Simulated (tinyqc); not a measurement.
# Elastic trap-assisted tunnelling through a dielectric: what changes with what

Emitter at x = 0 (Fermi level 0), collector at x = t (Fermi level -V), band edge U(x) = phi - F x, F = V/t. A trap at x has the energy E = U(x) - Et. With G(u) = (4/(3 F)) sqrt(mo/C) max(u, 0)^1.5, C = hbar^2/(2 m0): S1 = G(phi - E) - G(Et), S2 = G(Et) - G(phi - V - E), T1,2 = exp(-S1,2). The steady rate through one trap is nu T1 T2 (f1 - f2)/(T1 + T2), f1 = f(E), f2 = f(E + V), f(y) = 1/(1 + exp(y/Vt)); both contacts offer states at E.

Values chosen for this exercise; dielectric values close to those of aluminium oxide:
- T = 300 K (temperature)
- phi = 2.59 eV (barrier above the emitter Fermi level)
- mo = 0.4 m0 (tunnelling mass)
- t = 3.7 nm (thickness)
- Et = 2.24 eV (trap depth below the band edge of the dielectric)
- Nt = 2.6e17 cm^-3 (trap density)
- nu = 1e13 1/s (attempt frequency)
- V = 1.52 V (voltage)

Constants: q = 1.602176634e-19 C, kB = 1.380649e-23 J/K, hbar = 1.054571817e-34 J s, m0 = 9.1093837015e-31 kg, Vt = kB T/q, hbar^2/(2 m0) = 0.0380998212 eV nm^2. Results are converted to the units shown.

Each table varies one quantity; the others keep the values above.

## Effect of the thickness at fixed voltage

J = q Nt times the integral of the rate over x. Direct S = (4/(3 F)) sqrt(mo/C) [phi^1.5 - max(phi - V, 0)^1.5].

Result of one run:
```
t (nm)  J (A/cm^2)  x of the peak over t  larger S there  direct S
7.1       1.62e-11                 0.454            33.9      61.8
```

What becomes of these results when the thickness t is changed from 7.1 to 5.3 nm, all else the same?

Result of the changed run:
```
t (nm)  J (A/cm^2)  x of the peak over t  larger S there  direct S
5.3        8.42e-8                 0.453            25.3      46.1
```

The whole series:
```
t (nm)  J (A/cm^2)  x of the peak over t  larger S there  direct S
2.5         0.0503                 0.448            12.0      21.8
3.4        7.03e-4                 0.451            16.3      29.6
4.4        6.07e-6                 0.452            21.1      38.3
5.3        8.42e-8                 0.453            25.3      46.1
6.2        1.17e-9                 0.453            29.6      53.9
7.1       1.62e-11                 0.454            33.9      61.8
8.1       1.40e-13                 0.454            38.6      70.5
9         1.94e-15                 0.454            42.9      78.3
```

J falls from 0.0503 to 1.94e-15 A/cm^2, on average 2.06 decades a nanometre, against 3.78 for the direct exponent: trap-assisted leakage falls more slowly, so it gains on direct tunnelling as the layer thickens.

## Current against voltage

Same model as above.

Current against voltage:
```
V (V)  J (A/cm^2)  x of the peak over t  larger S there  direct S
0.3       4.86e-8                 0.500            18.2      37.4
0.72      5.20e-5                 0.488            18.2      35.8
1.14      1.37e-4                 0.464            17.9      34.0
1.56      1.73e-4                 0.450            17.7      32.0
1.98      2.40e-4                 0.434            17.5      29.8
2.39      3.75e-4                 0.417            17.2      27.3
2.81      7.75e-4                 0.397            16.8      23.7
3.23      0.00313                 0.366            16.2      20.6
3.65       0.0171                 0.164            14.7      18.3
4.07       0.0698                 0.144            13.2      16.4
```

J rises from 4.86e-8 to 0.0698 A/cm^2, by 7.21 decades a volt between the first two rows and 1.45 between the last two. The position of the peak falls from 0.500 to 0.144 of t; only traps beyond x/t = (phi - Et)/V lie below the emitter Fermi level, with phi - Et = 0.350 eV. It jumps from 0.366 to 0.164 between V = 3.23 and 3.65 V. For V = 4.07 the field exceeds 10 MV/cm.

Range of the model: Phonon-assisted (inelastic) capture, chains of traps and a spread of trap depths are left out.

Numbers from tinyqc (`OMP_NUM_THREADS=1 python tinyqc.py 2370166 2370167 out.jsonl`; about 0.04 s on one thread of a shared Intel Xeon 2.30GHz).
